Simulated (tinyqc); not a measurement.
Worked calculation: elastic strain and critical thickness of a cubic alloy layer A(1-x)B(x) on a thick substrate. Computed by tinyqc, a small Python program that keeps every step. Command: `OMP_NUM_THREADS=1 python tinyqc.py 3014651 3014652 out.jsonl misfit walk`. One thread of a shared host (Intel(R) Xeon(R) Processor @ 2.30GHz), about 0.01 s of CPU time with the checks. Intermediate numbers are printed to about 6 digits and carried at full precision; extremes and crossings named in words are read from the listed rows.

Strain is positive in tension. The layer is coherent with the substrate unless said otherwise.

Inputs (values chosen for the exercise, modelled on Ge(1-x)Si(x) on Ge):
```
quantity                                 value        unit
fraction x of B                           0.29           -
lattice constant a_A                     5.658    angstrom
lattice constant a_B                     5.431    angstrom
substrate lattice constant a_S           5.658    angstrom
layer thickness h                           55          nm
biaxial modulus of the substrate M_S       154         GPa
substrate thickness t_S                    350  micrometre
wafer diameter W                            50          mm
X-ray wavelength                      1.540593    angstrom
start of the iteration h0/b                100           -
```

Growth plane: (001). Layer: uncapped. Misfit dislocation: edge.

C11, C12, C44 of A (GPa): 126.8  48.64  67.19

C11, C12, C44 of B (GPa): 162.6  62.8  78.82

## Alloy by Vegard's rule, and misfit

a = (1 - x) a_A + x a_B, the same rule for each C_ij; misfit f = (a_S - a)/a, the in-plane strain of the coherent layer.

free lattice constant a = 5.59217 angstrom

elastic constants (GPa): C11 137.1820, C12 52.7464, C44 70.5627

misfit f = 0.0117718

The layer is stretched in the plane by 1.18 %.

## Biaxial strain, stress and energy

(001): D = 2 C12/C11, M = C11 + C12 - 2 C12^2/C11. The free surface carries no normal stress, so e_perp = -D f; dV/V = 2 f + e_perp; stress = M f; energy per area = M f^2 h (1 GPa nm = 1 J/m^2).

ratio D = 0.768999

normal strain e_perp = -0.00905251

volume strain dV/V = 0.0144911

biaxial modulus M = 149.366 GPa

in-plane stress = 1.75831 GPa

strain energy per area = 1.13842 J/m^2

## Symmetric X-ray reflection

Reflection 004: d = a_perp/sqrt(16), with a_perp = a (1 + e_perp) for the coherent layer, a for the relaxed layer and a_S for the substrate; sin(theta) = lambda/(2 d).

Bragg angles:
```
crystal         a_perp (angstrom)  theta (degrees)  from substrate (arcsec)
substrate                 5.65800          32.9954                     0.00
coherent layer            5.54155          33.7807                  2827.07
relaxed layer             5.59217          33.4344                  1580.50
```

peak separation of the coherent layer = 2827.07 arcsec

The coherent layer lies 1.79 times as far from the substrate peak as a relaxed one, about 1 + D = 1.77: reading its peak as relaxed would overstate the mismatch by that factor.

## Isotropic constants and the prefactor A

Voigt averages: G = (C11 - C12 + 3 C44)/5, B = (C11 + 2 C12)/3, nu = (3 B - 2 G)/(2 (3 B + G)); b = a/sqrt(2). Edge dislocation with b in the interface: cos alpha = 0, cos lambda = 1. Matthews-Blakeslee: h_c = A [ln(h_c/b) + 1], A = b (1 - nu cos^2 alpha)/(8 pi |f| (1 + nu) cos lambda), the factor 8 pi being that of an uncapped layer.

shear modulus G = 59.22474 GPa

Poisson ratio nu = 0.205739

Burgers vector b = 0.395426 nm

prefactor A = 1.10848 nm

## Critical thickness by fixed-point iteration

Start at h0, put the right side back in, and stop when the change is below 1e-9 h or h turns negative.

Iteration:
```
step  h in (nm)  h out (nm)   change (nm)
1       39.5426     6.21323  -3.33294e+01
2        6.2132     4.16176  -2.05147e+00
3        4.1618     3.71755  -4.44215e-01
4        3.7175     3.59243  -1.25119e-01
5        3.5924     3.55448  -3.79498e-02
6        3.5545     3.54271  -1.17721e-02
7        3.5427     3.53903  -3.67727e-03
...         ...         ...           ...
13       3.5374     3.53736  -3.47695e-06
14       3.5374     3.53735  -1.08955e-06
15       3.5374     3.53735  -3.41427e-07
16       3.5374     3.53735  -1.06991e-07
17       3.5374     3.53735  -3.35273e-08
18       3.5374     3.53735  -1.05063e-08
19       3.5374     3.53735  -3.29229e-09
```

critical thickness h_c (Matthews-Blakeslee) = 3.53735 nm

Converged; near the root each step shrinks the error by A/h_c = 0.313. h_c is 8.9 Burgers vectors. Caution: an edge dislocation with b in the interface cannot reach it by glide, so the force balance is formal for it.

## Equilibrium strain at the thickness h

For h > h_c the same force balance gives the strain left, |e| = |f| A [ln(h/b) + 1]/h, and below h_c e = f; relaxation = 1 - e/f; dislocations per length across each line direction = (|f| - |e|)/(b cos lambda).

strain left e = 0.00140812

relaxation = 88.0382 %

dislocation line density = 26.2089 1/micrometre

h is 15.55 h_c: in equilibrium dislocations lie 38.2 nm apart; slow nucleation and glide can keep a real layer more strained.

## Wafer curvature of the coherent layer

Stoney: curvature = 6 |stress| h/(M_S t_S^2); radius = 1/curvature; bow = curvature W^2/8.

curvature = 0.0307577 1/m

radius of curvature = 32.5122 m

bow = 9.61178 micrometre

Caution: the curvature assumes a coherent layer, but h exceeds h_c.

## Force balance against energy balance

People-Bean: h_c = P ln(h_c/b), P = (1 - nu)/(1 + nu) b^2/(16 pi sqrt(2) a f^2). The misfit is scaled by 0.25, 0.4, 0.6, 1, 1.5, 2.2 at fixed a, b and nu; the upper root is taken, and rows with A < 1.3 b or P < 3 b, where the roots shrink to the core size or vanish, are left out.

Critical thickness:
```
|f| (%)  Matthews-Blakeslee (nm)  People-Bean (nm)    ratio
0.29430                  22.3165           2633.83  118.022
0.47087                  12.2960            903.85   73.508
0.70631                   7.2116            352.86   48.930
1.17718                   3.5374            104.23   29.465
1.76577                   1.8983             37.92   19.977
```

The exponents d ln h_c/d ln f are -1.27 and -2.28 between the first rows, steeper than the -1 and -2 of the prefactors because of the logarithm. The ratio falls from 118 to 20.0 as the misfit grows. Where People-Bean lies above, a layer between the lines is metastable: dislocations would lower the energy but have to be nucleated.

Checks made by the program: D and M against the full stiffness tensor (relative difference below 1e-10); h_c against the Lambert function, -A W_(-1)(-b/(A e)) (relative difference 4e-10).
